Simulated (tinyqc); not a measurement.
Inside a calculation. Method: one-electron ion in a basis of Gaussians. One step of it, computed by the program tinyqc.

Task: Generalised eigenproblem. Solve H C = S C e through S^(-1/2); each column has its largest component positive (the first on a tie).

H = T + V (hartree):
$$\begin{pmatrix}
-0.155066 & -0.120164 & -0.046413 & -0.012419 & -0.002851 \\
-0.120164 & -0.206104 & -0.156479 & -0.070438 & -0.020920 \\
-0.046413 & -0.156479 & -0.089013 & -0.051663 & -0.073834 \\
-0.012419 & -0.070438 & -0.051663 & 0.878277 & 0.752472 \\
-0.002851 & -0.020920 & -0.073834 & 0.752472 & 5.321769
\end{pmatrix}$$

S:
$$\begin{pmatrix}
1.000000 & 0.522111 & 0.105833 & 0.014225 & 0.001668 \\
0.522111 & 1.000000 & 0.521938 & 0.105819 & 0.014216 \\
0.105833 & 0.521938 & 1.000000 & 0.522067 & 0.105811 \\
0.014225 & 0.105819 & 0.522067 & 1.000000 & 0.521912 \\
0.001668 & 0.014216 & 0.105811 & 0.521912 & 1.000000
\end{pmatrix}$$

Give: eigenvalues of S; eigenvalues; coefficients.

Result:

eigenvalues of S: [0.210, 0.436, 0.859, 1.457, 2.038]

eigenvalues (hartree): [-0.222, -0.124, 0.067, 1.321, 6.875]

coefficients:
$$\begin{pmatrix}
0.142 & 1.098 & 0.474 & -0.118 & 0.039 \\
0.765 & -0.483 & -1.073 & 0.363 & -0.122 \\
0.253 & -0.224 & 1.139 & -0.849 & 0.312 \\
0.018 & -0.011 & 0.017 & 1.249 & -0.746 \\
0.002 & -0.002 & 0.011 & -0.062 & 1.209
\end{pmatrix}$$

For Z = 2 and l = 2 the exact lowest level is -Z^2/(2 n^2) with n = l + 1: -0.222222 hartree.
